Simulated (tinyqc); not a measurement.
Non-radiative capture by multiphonon emission, one effective mode: one step, computed by the program tinyqc.

The initial state (free carrier plus empty centre) lies dE above the final state; both have the same frequency and are displaced by dQ.

Question. Geometry of the two curves. dQ = sqrt(2 S (hbar^2/u)/hbar omega); relaxation energy lambda = S hbar omega; phonons needed P = dE/hbar omega; classical barrier E_b = (dE - lambda)^2/(4 lambda); occupation n = 1/(exp(hbar omega/k_B T) - 1).

Inputs (values chosen for the exercise, for a model semiconductor):
```
quantity                  value  unit
energy released dE        0.116    eV
phonon energy hbar omega   23.4   meV
Huang-Rhys factor S        1.82     -
temperature T               500     K
```

Centre: attractive.

Constants: hbar^2/u = 4.18015928e-03 eV angstrom^2; k_B = 8.617333262e-05 eV/K.

Give: dQ; lambda; P; classical barrier E_b; occupation n.

Answer.

dQ = 0.80638 u^(1/2) angstrom

lambda = 0.042588 eV

P = 4.9573

classical barrier E_b = 0.031636 eV

occupation n = 1.3863

dE exceeds lambda: the inverted case usual for deep centres, in which the curves cross on the far side of the initial minimum.
